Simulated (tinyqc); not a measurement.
Polar nitride quantum well with polarisation fields: sweeps and comparisons. A value that a table varies takes the place of the one given here.

Growth along [0001]. e_par = (a_sub - a)/a, Ppz = 2 e_par (e31 - e33 C13/C33), P = Psp + Ppz in each layer; strain relaxation and the strain shift of the gaps are left out, although thick layers with more than about 1 % mismatch would relax.

In a periodic stack without free charge the potential drop over a period vanishes: F_w = (P_b - P_w) Lb/(eps0 (eps_w Lb + eps_b Lw)), F_b = -F_w Lw/Lb, eps0 = 8.8541878e-12 F/m; 1 MV/cm = 1e8 V/m = 0.01 V/angstrom.

Envelope functions on cells of 0.25 angstrom over barrier, well, barrier (widths Lb, Lw, Lb), psi = 0 beyond, psi'/m continuous (mean mass between points), c = hbar^2/2m0. With u(z) the integral of e F (F_w in the well, F_b = -F_w Lw/Lb in the barriers, 1 MV/cm = 0.01 V/angstrom), zero at the centre of the well, the electron sees u plus Vc in the barriers and the hole -u plus Vv. The transition is Eg + E_e + E_h; excitons are left out.

Constants: hbar^2/2m0 = 3.80998211 eV angstrom^2; hc = 1239.841984 eV nm.

Parameters, chosen for this exercise (near those of a GaN well in AlN; not measured data): a_w = 3.189 angstrom (lattice constant a, well); a_b = 3.112 angstrom (lattice constant a, barrier); a_sub = 3.112 angstrom (in-plane lattice constant of the stack); Psp_w = -0.0327 C/m^2 (spontaneous polarisation); Psp_b = -0.0912 C/m^2 (spontaneous polarisation); e31_w = -0.347 C/m^2; e31_b = -0.54 C/m^2; e33_w = 0.643 C/m^2; e33_b = 1.548 C/m^2; C_w = 0.258 (C13/C33); C_b = 0.296 (C13/C33); eps_w = 10.5 (dielectric constant); eps_b = 10.1 (dielectric constant); Lb = 110 angstrom (barrier width); Eg = 3.44 eV (gap of the well); Vc = 1.85 eV (conduction offset); Vv = 0.87 eV (valence offset); me = 0.2 m0 (electron, well); meb = 0.32 m0 (electron, barrier); mh = 1.47 m0 (hole, everywhere); Ls = (10, 14, 20, 28, 38, 50) angstrom (well widths); Lw = 14 angstrom (well width).

## Width of the well

Field, levels and overlap anew for each width.

Results:
```
Lw (angstrom)  F_w (MV/cm)  E (eV)  E without field (eV)  overlap^2  ln overlap^2
10                  -8.236  4.0174                4.1522      0.678         -0.39
14                  -7.980  3.6320                3.9083      0.386         -0.95
20                  -7.623  3.1720                3.7244     0.0962         -2.34
28                  -7.195  2.6420                3.6100    0.00649         -5.04
38                  -6.723  2.0583                3.5433   8.41e-05         -9.38
50                  -6.232  1.4496                3.5046   1.73e-07        -15.57
```

The red shift grows from 135 to 2055 meV. The line drops below Eg between 14 and 20 angstrom, which a square well can never do. Over the last two rows dE/dLw = -50.7 meV per angstrom, against -|e F_w| = -62.3 in the last row; the field itself weakens by 24 % over the table, since a wider well shares the drop with the barrier. The overlap falls by a factor 3.92e+06.

## Screening the field

F_w = -7.9797 MV/cm

Carriers or a semipolar orientation reduce the field; here it is simply scaled in well and barrier.

Results:
```
share of the field  F_w (MV/cm)  E (eV)     nm  overlap^2  separation (angstrom)
1.0                      -7.980  3.6320  341.4       0.39                    6.2
0.8                      -6.384  3.7207  333.2       0.50                    5.4
0.6                      -4.788  3.7963  326.6       0.63                    4.4
0.4                      -3.192  3.8556  321.6       0.78                    3.2
0.2                      -1.596  3.8945  318.4       0.91                    1.7
0.0                       0.000  3.9083  317.2       0.97                    0.0
```

Full screening shifts the line by -24.1 nm (+276 meV). The first fifth of the screening gives 89 meV and the last fifth 14 meV; a purely quadratic shift would give a ratio of 9, a linear one 1, and here it is 6.5.

## What each parameter does

Polarisation, field, levels and overlap anew. Each row changes one parameter from the base and keeps the others.

Results:
```
case                    F_w (MV/cm)  E (eV)  overlap^2  red shift (meV)
base                         -7.980  3.6320       0.39              276
Lw = 10 angstrom             -8.236  4.0174       0.68              135
Lb = 135 angstrom            -8.144  3.6216       0.38              287
a_sub = 3.102 angstrom       -7.673  3.6499       0.41              258
Psp_b = -0.1003 C/m^2        -8.852  3.5787       0.34              330
e33_w = 0.707 C/m^2          -8.056  3.6274       0.38              281
eps_w = 11.6                 -7.298  3.6713       0.43              237
mh = 1.03 m0                 -7.980  3.6764       0.44              258
Vc = 1.573 eV                -7.980  3.6000       0.37              285
```

The largest shifts from the base row, up to three for each result and ties (the steps differ in size, so this ranks the rows, not the parameters). F_w (MV/cm): Psp_b -0.872, eps_w +0.681, a_sub +0.307; unchanged at the printed digits by mh and Vc. E (eV): Lw +0.3854, Psp_b -0.0533, mh +0.0445. overlap^2: Lw +0.291, mh +0.0568, Psp_b -0.0506. red shift (meV): Lw -142, Psp_b +53, eps_w -39.

(tinyqc, `OMP_NUM_THREADS=1 python tinyqc.py 1280483 1280484 out.jsonl`, Intel(R) Xeon(R) Processor @ 2.30GHz, 1 thread, shared host, about 0.07 s.)
